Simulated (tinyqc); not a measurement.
From results back to parameters: localisation in a chain with random site energies (transfer matrices). Four cases, with inputs chosen for the exercise.

Problem. In the localised range mean ln T = c - 2N/xi, xi being the localisation length in sites, and site energies spread evenly over a width W give xi = 24 (4t^2 - E^2)/W^2 for weak disorder. The two means come from a hidden xi.

Find: xi; W.

Method. The slope gives xi = 2 (N2 - N1)/(difference of the means), and W = sqrt(24 (4t^2 - E^2)/xi).

Case 1.

Values chosen:
- t = 0.6 eV (hopping)
- E = -0.19 eV (energy)
- N1 = 66 (first length)
- N2 = 247 (second length)

mean ln T: N1 -3.98064, N2 -13.60830

Solution.

xi = 37.6 sites
W = 0.95 eV

Case 2.

Values chosen:
- t = 1.09 eV (hopping)
- E = -0.64 eV (energy)
- N1 = 73 (first length)
- N2 = 236 (second length)

mean ln T: N1 -3.84221, N2 -12.30974

Solution.

xi = 38.5 sites
W = 1.65 eV

Case 3.

Values chosen:
- t = 0.68 eV (hopping)
- E = -0.63 eV (energy)
- N1 = 53 (first length)
- N2 = 130 (second length)

mean ln T: N1 -7.25810, N2 -17.32346

Solution.

xi = 15.3 sites
W = 1.51 eV

Case 4.

Values chosen:
- t = 1.54 eV (hopping)
- E = -2.34 eV (energy)
- N1 = 49 (first length)
- N2 = 295 (second length)

mean ln T: N1 -4.96392, N2 -29.08157

Solution.

xi = 20.4 sites
W = 2.17 eV

Computed by tinyqc, one run a case: `OMP_NUM_THREADS=1 python tinyqc.py N N+1 out.jsonl` with N = 1450919, 1450921, 1450934, 1450969; one thread of a shared Intel(R) Xeon(R) Processor @ 2.30GHz, about 0.07 s a run at most.
